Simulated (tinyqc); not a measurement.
Pair-potential crystal by lattice sums: one step, computed by the program tinyqc.

Energy per atom E = (1/2) sum over neighbours of phi(r); d is the nearest-neighbour distance.

Task: Energy and virial pressure. E = (1/2) sum count x phi; P = -(1/(6 Omega)) sum count x r phi', Omega = 1.000000 d^3.

Inputs (values chosen for the exercise, for model atoms): pair minimum r0 = 2.5 angstrom; trial neighbour distance d/r0 = 0.954.

Potential: Morse. Structure: sc.

Shells:
```
shell,count,r (angstrom),phi (eV),phi' (eV/angstrom),phi'' (eV/angstrom^2)
1,6,2.385000,-0.1237121,-0.5633990,7.553114
2,12,3.372899,-0.0198257,0.0589326,-0.168278
3,8,4.130941,-0.0019762,0.0060809,-0.018611
4,6,4.770000,-0.0002734,0.0008528,-0.002630
5,24,5.333022,-0.0000459,0.0001492,-0.000465
6,24,5.842033,-0.0000080,0.0000297,-0.000097
7,12,6.745799,0.0000000,0.0000002,-0.000006
```

Constants: 1 eV/angstrom^3 = 160.2176634 GPa.

Give: energy at the trial distance; pressure at the trial distance.

Result:

energy at the trial distance = -0.4995 eV/atom

pressure at the trial distance = 10.68 GPa

The pressure is positive, so the lattice wants to expand.
